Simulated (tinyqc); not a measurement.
Worked calculation: chemically amplified photoresist: aerial image, acid generation, bake, development and line width. Computed by tinyqc, a small Python program that keeps every step. Command: `OMP_NUM_THREADS=1 python tinyqc.py 3004472 3004473 out.jsonl resist walk`. One thread of a shared host (Intel(R) Xeon(R) Processor @ 2.30GHz), about 0.03 s of CPU time with the checks. Intermediate numbers are printed to about 6 digits and carried at full precision; extremes and crossings named in words are read from the listed rows.

Lines and spaces of pitch p with a two-beam-like image; x = 0 is the middle of the bright space. The resist is positive and treated as uniform in depth.

Inputs (values chosen for the exercise, for a model resist at 248 nm):
```
quantity                                         value     unit
pitch p                                            280       nm
image contrast c                                  0.68        -
mean dose E                                       3.45  mJ/cm^2
Dill parameter C                                 0.049  cm^2/mJ
quencher load q, relative to the acid generator    0.1        -
acid diffusivity D                                0.78   nm^2/s
bake time t                                         90        s
amplification rate k_amp                         0.044      1/s
threshold protection m_th                         0.64        -
development selectivity n                            8        -
largest rate r_max                                 900     nm/s
smallest rate r_min                               0.19     nm/s
resist thickness d                                 300       nm
development time t_d                                30        s
photon energy                                        5       eV
absorption coefficient alpha                       1.1     1/um
```

## Acid image and its blur

Dose E(x) = E [1 + c cos(2 pi x/p)]; acid h = 1 - exp(-C E(x)). Bake: the acid image is blurred by a Gaussian of variance sigma^2 = 2 D t (each Fourier term k of h, taken on 64 points, is multiplied by exp(-4 pi^2 k^2 D t/p^2)). Cosine coefficients: h(x) = sum_k h_k cos(2 pi k x/p).

diffusion length sigma = sqrt(2 D t) = 11.8491 nm

h_0 to h_4 before the bake: 0.152741  0.097235  -0.002793  0.000053  -0.000001

h_0 to h_4 after the blur: 0.152741  0.093858  -0.002425  0.000039  0.000000

blur factor of the first harmonic = 0.965268

sigma/p = 0.042; the blur keeps 97 % of the modulation.

## From image to dissolution rate

The quencher then removes q, h_eff = max(h_blurred - q, 0); protection m = exp(-k_amp t h_eff). Mack rate r = r_max (a + 1)(1 - m)^n/(a + (1 - m)^n) + r_min, a = ((n + 1)/(n - 1))(1 - m_th)^n.

Across half a pitch:
```
x/p   x (nm)  dose (mJ/cm^2)  blurred acid  protection m  rate (nm/s)
0.00       0         5.79600      0.244213       0.56491  7.02223e+02
0.05      14         5.68118      0.240067       0.57426  6.74044e+02
0.10      28         5.34795      0.227913       0.60258  5.68989e+02
0.15      42         4.82894      0.208622       0.65042  3.43028e+02
0.20      56         4.17495      0.183675       0.71795  8.97133e+01
0.25      70         3.45000      0.155165       0.80376  5.61646e+00
0.30      84         2.72505      0.125730       0.90313  2.09251e-01
0.35      98         2.07106      0.098359       1.00000  1.90000e-01
0.40     112         1.55205      0.076072       1.00000  1.90000e-01
0.45     126         1.21882      0.061492       1.00000  1.90000e-01
0.50     140         1.10400      0.056419       1.00000  1.90000e-01
```

The dose varies by a factor 5.25 across the pattern and the rate by 3700.

## Space width and dose latitude

Edge: vertical development clears the film where r t_d >= d; the space width is twice the x where r = d/t_d. Dose sensitivity = d ln(width)/d ln E from widths at 1.005 E and E/1.005; image log-slope at the edge = |d ln E/dx|, normalised by the width (NILS); latitude for 10 % of width = 10 %/sensitivity.

space width = 135.400 nm

dose sensitivity = 1.03268

NILS = 1.99341

dose latitude = 9.68353 %

At the same width a resist without blur would give a sensitivity 2/NILS = 1.003; the blur multiplies it by 1.03. Caution: lateral development, standing waves and the joint diffusion of acid and quencher are left out, so widths are indicative.

## Photon statistics at the edge

The edge lies at x = width/2. Absorbed photons per volume N = E(edge) alpha/(photon energy), 1 mJ/cm^2 = 62.41509 eV/nm^2, alpha in 1/nm; a Gaussian blur averages over a volume V = (2 sqrt(pi) sigma)^3; relative noise 1/sqrt(N V); edge noise sigma_x = (dh/d ln E) noise/|dh/dx|, with both derivatives of the blurred acid at the edge.

absorbed photons N = 0.0490349 1/nm^3

photons in the blur volume = 3633.88

edge noise from photons = 1.15972 nm

Caution: the noise counts photons alone (acid and quencher statistics add to it) and takes the film as thicker than the blur; a thinner film averages in two dimensions only.

## Blur against noise

For each sigma the edge is held at x = p/4; N is taken at the mean dose; edge noise = (dh/d ln E)/(sqrt(N V) |dh/dx|), both derivatives taken of the blurred acid, V = (2 sqrt(pi) sigma)^3, N = E alpha/(photon energy), 1 mJ/cm^2 = 62.41509 eV/nm^2.

Trade-off:
```
sigma/p  sigma (nm)  blur factor  photons in V  edge noise (nm)
0.02            5.6     0.992135   3.70604e+02          3.42701
0.04           11.2     0.968911   2.96483e+03          1.23645
0.07           19.6     0.907808   1.58897e+04          0.56560
0.10           28.0     0.820869   4.63255e+04          0.36319
0.14           39.2     0.679167   1.27117e+05          0.26259
0.18           50.4     0.527530   2.70170e+05          0.23072
0.22           61.6     0.384667   4.93274e+05          0.23368
0.27           75.6     0.237168   9.11825e+05          0.27857
0.33           92.4     0.116531   1.66480e+06          0.41955
```

The noise is least near sigma/p = 0.18 among these rows. More diffusion averages over more photons (noise falls as sigma^(-3/2)) until it erases the image slope (factor exp(-2 pi^2 sigma^2/p^2)); for a pure cosine the two balance at sigma/p = sqrt(3/8)/pi = 0.195. Caution: for a film thinner than the blur the noise falls as 1/sigma only, and the optimum moves to sigma/p = 1/(2 pi) = 0.159.

Checks made by the program: sensitivity 2/NILS in the limit of no diffusion (relative difference 1e-06).
